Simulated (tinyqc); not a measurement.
Rise against time: self-heating of a transistor with one or more fingers, with temperature-dependent conductivity. Computed by tinyqc, a small Python program. Command: `OMP_NUM_THREADS=1 python tinyqc.py 3004505 3004506 out.jsonl selfheat walk`. One thread of a shared host (Intel(R) Xeon(R) Processor @ 2.30GHz), about 0.05 s of CPU time with the checks.

N long parallel fingers lie on the top face of a slab whose bottom is held at T_0; the top is otherwise insulated, and heat flows in two dimensions. P in W/mm is 1000 P in W/m.

Inputs (values chosen for the exercise, modelled on indium phosphide):

| quantity | value | unit |
|---|---|---|
| conductivity at the base temperature kappa_0 | 64.7 | W/(m K) |
| power per gate width P | 0.64 | W/mm |
| fingers N | 3 | - |
| finger pitch s | 53 | micrometre |
| width of the heat source w | 0.16 | micrometre |
| substrate thickness t | 130 | micrometre |
| phonon free path Lambda | 120 | nm |
| heat capacity C | 1.45 | 1e6 J/(m^3 K) |
| pulse length | 4.1 | microsecond |

Power: power rises with temperature.

Method:
- A line source of power P on the top face raises the top at distance x by (P/(pi kappa_0)) g(x), g(x) = -ln tanh(pi x/(4 t)) (the image sum for the slab). On a strip of width w the centre sees the mean of g over the strip, g_0 = 1 + ln(8 t/(pi w)) for w much below t.
- theta_i = (P/(pi kappa_0)) [g_0 + sum over j != i of g(|i - j| s)], with equal powers and constant conductivity; thermal resistance = largest theta/P.
- After switching on, theta(tau) = (P D/kappa_0) int_0^tau X(u) Z(u) du at the hottest finger, D = kappa_0/C; X = sum over fingers at distance x of [erf((x + w/2)/r) - erf((x - w/2)/r)]/(2 w), Z = sum_(j=-200..200) (-1)^j exp(-(2 j t/r)^2)/sqrt(pi D u), r = 2 sqrt(D u); trapezoid rule on 300 points evenly spaced in ln u from u_0 = 1e-3 min(tau, w^2/D) to tau, plus the exact piece 2 sqrt(u_0/(pi D))/w below u_0. Conductivity and power are held at their base values here, and Fourier's law is used even where the diffusion length is near a phonon free path.

diffusivity D = 44.6207 micrometre^2/microsecond

theta of each finger (K): 32.6757  34.5698  32.6757

largest theta = 34.5698 K

Heating curve:

| time (microsecond) | sqrt(D time) (micrometre) | rise (K) | share of the steady rise |
|---|---|---|---|
| 3.80e-04 | 0.13021 | 6.0051 | 0.1737 |
| 0.0038 | 0.41177 | 9.5863 | 0.2773 |
| 0.038 | 1.3021 | 13.207 | 0.382 |
| 0.38 | 4.1177 | 16.831 | 0.4869 |
| 3.8 | 13.021 | 20.466 | 0.592 |
| 19 | 29.117 | 23.92 | 0.6919 |
| 76 | 58.234 | 28.924 | 0.8367 |
| 230 | 101.31 | 33.042 | 0.9558 |
| 570 | 159.48 | 34.45 | 0.9965 |

What follows from these numbers?

Half the steady rise is reached between 0.38 and 3.8 microseconds, and the last row holds 99.7 % of it; the slowest time constant is 4 t^2/(pi^2 D) = 154 microseconds. While the diffusion length lies between w and the pitch or thickness, the rise grows as the logarithm of time; once it nears the pitch of 53 micrometre the neighbours add their heat. Caution: the source is narrower than two phonon free paths, so the Fourier result understates the rise at the source.

Extremes, crossings and ranges named in words are read from the listed rows.
